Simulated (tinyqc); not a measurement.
Energy and delay of logic against supply voltage: two steps of the calculation.

One expression serves below and above threshold: I(Vg) = Ik [ln(1 + exp((Vg - VT + dd V)/(al nf Vt)))]^al, with I_on = I(V) and I_off = I(0). Gate delay td = kd C V/I_on, clock period LD td. Per gate and cycle the switching energy is act C V^2 and the leakage energy I_off V LD td. No short-circuit current, no variation. Minima are sought above 0.09 V; below a few Vt gates no longer switch and the model has no meaning.

Inputs (values chosen for the exercise); values of the order met in logic technologies:

| symbol | value | unit | meaning |
|---|---|---|---|
| T | 300 | K | temperature |
| VT | 0.26 | V | threshold voltage at zero drain bias |
| nf | 1.1 |  | slope factor |
| dd | 0.11 |  | barrier lowering per volt of supply |
| Ik | 0.54 | uA | specific current of a gate |
| al | 1.49 |  | exponent of the current law |
| C | 1.6 | fF | load capacitance of a gate |
| kd | 0.7 |  | delay factor |
| LD | 12 |  | logic depth |
| act | 0.01 |  | activity factor |
| V | 0.31 | V | supply voltage |

Constants: q = 1.602176634e-19 C, kB = 1.380649e-23 J/K, Vt = kB T/q. Results are converted to the units shown.

Task 1. Currents, delay and energies. I_on, I_off, td, clock frequency 1/(LD td), both energies and their sum.

Find: I_on; I_off; td; clock frequency; switching energy; leakage energy; energy.

Result 1.

I_on = 1.6469 uA
I_off = 0.19093 nA
td = 210.82 ps
clock frequency = 0.39528 GHz
switching energy = 1.5376 aJ
leakage energy = 0.14974 aJ
energy = 1.6873 aJ

I_on/I_off = 8630; leakage makes up 8.87 % of the energy.

Task 2. New V. Minimum-energy supply: E(V) is the energy per gate and cycle; with h = 0.001 V, E' = (E(V + h) - E(V - h))/(2 h), E'' = (E(V - h) - 2 E(V) + E(V + h))/h^2, V(new) = V - E'/E''.

V at the start = 0.26 V

Give: E'; E''; V after iteration 1.

Result 2.

E' = 5.452 aJ/V
E'' = 99.97 aJ/V^2
V after iteration 1 = 0.2055 V

Program tinyqc, `OMP_NUM_THREADS=1 python tinyqc.py 2082041 2082042 out.jsonl`; Intel Xeon 2.30GHz, shared host, one thread, about 0.01 s.
